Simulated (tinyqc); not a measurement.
Heat flow across a film from the phonon Boltzmann equation in the relaxation-time approximation. Changing the film thickness L. Computed by tinyqc, a small Python program. Command: `OMP_NUM_THREADS=1 python tinyqc.py 3025303 3025304 out.jsonl slabbte sweep`. One thread of a shared host (Intel(R) Xeon(R) Processor @ 2.30GHz), about 0.05 s of CPU time with the checks.

Two black walls, hot at x = 0 and cold at x = L, emit phonons isotropically. For one free path Lambda, with tau = x/Lambda, tau_L = L/Lambda and phi = (T - T_cold)/Delta T, energy balance gives phi(tau) = (1/2) [E2(tau) + int_0^tau_L phi(s) E1(|tau - s|) ds]; E_n are the exponential integrals. The flux over the ballistic flux C v Delta T/4 is psi = 1 - 2 int_0^tau_L phi(s) E2(s) ds, and kappa_eff/kappa = (3/4) tau_L psi. kappa = C v Lambda/3 is an input, so at fixed kappa a longer free path means a smaller C v.

Inputs (values chosen for the exercise, modelled on gallium arsenide):

| quantity | value | unit |
|---|---|---|
| bulk conductivity kappa | 45.8 | W/(m K) |
| wall temperature difference Delta T | 15 | K |
| free path Lambda_1 | 53 | nm |
| free path Lambda_2 | 580 | nm |
| share f_2 of kappa | 0.28 | - |
| cells n in the small system | 5 | - |

Free-path groups: two.

Method:
- Cut the film into n equal cells with constant phi, collocated at the centres c_i: the kernel integrates to A_ij = |E2(|c_i - e_j|) - E2(|c_i - e_(j+1)|)|/2 for cell edges e_j, and A_ii = 1 - E2(half a cell); solve (1 - A) phi = E2(c)/2; psi = 1 - 2 sum_j phi_j [E3(e_j) - E3(e_(j+1))].
- Use 150 and 300 cells and extrapolate psi = (4 psi(300) - psi(150))/3. The jump at the hot wall is 1 - phi there (linear extrapolation from the first two of 300 cells). Two-flux (diffusion with slip) formula: psi = 1/(1 + 3 tau_L/4).
- Each group is solved on its own with 150 and 300 cells, psi = (4 psi(300) - psi(150))/3, and weighted by its share of kappa (f_1 is what the others leave); exchange of energy between groups inside the film is left out.
- Flux J = kappa_eff Delta T/L; apparent boundary resistance per wall (L/kappa_eff - L/kappa)/2.

One run for each value:

| film thickness L (nm) | kappa_eff (W/(m K)) | flux J (GW/m^2) | jump at the wall / Delta T for Lambda_1 | apparent resistance per wall (m^2 K/GW) |
|---|---|---|---|---|
| 1.1 | 0.52 | 7.110 | 0.4775 | 1.043 |
| 2.2 | 1.02 | 6.981 | 0.4620 | 1.050 |
| 4.6 | 2.06 | 6.725 | 0.4356 | 1.065 |
| 9.6 | 4.01 | 6.270 | 0.3953 | 1.091 |
| 20 | 7.38 | 5.533 | 0.3388 | 1.137 |
| 42 | 12.55 | 4.481 | 0.2667 | 1.215 |
| 88 | 19.08 | 3.252 | 0.1886 | 1.346 |
| 180 | 25.60 | 2.134 | 0.1204 | 1.550 |
| 380 | 31.61 | 1.248 | 0.0678 | 1.862 |
| 800 | 36.47 | 0.684 | 0.0356 | 2.233 |

Over the rows, kappa_eff (W/(m K)) rises from 0.521 to 36.5 (exponent d ln y / d ln x 0.97 between the first rows and 0.19 between the last); flux J (GW/m^2) falls from 7.11 to 0.684 (exponent d ln y / d ln x -0.026 between the first rows and -0.81 between the last); jump at the wall / Delta T for Lambda_1 falls from 0.478 to 0.0356 (exponent d ln y / d ln x -0.048 between the first rows and -0.86 between the last). At the low end the exponent of kappa_eff is 0.97, close to 1: the ballistic limit. At the low end the exponent of flux J is -0.03, close to 0: the ballistic flux does not depend on L. In thin films phonons cross without scattering: the flux is bounded by what the walls emit, and Delta T drops in two jumps of one half each. In thick films the jumps shrink as Lambda/L and the apparent wall resistance tends to a constant.

Caution (rows 1.10, 2.20, 4.60, 9.60): below about 10 nm the film nears the phonon wavelength, and a particle picture fails.

Extremes, crossings and ranges named in words are read from the listed rows.
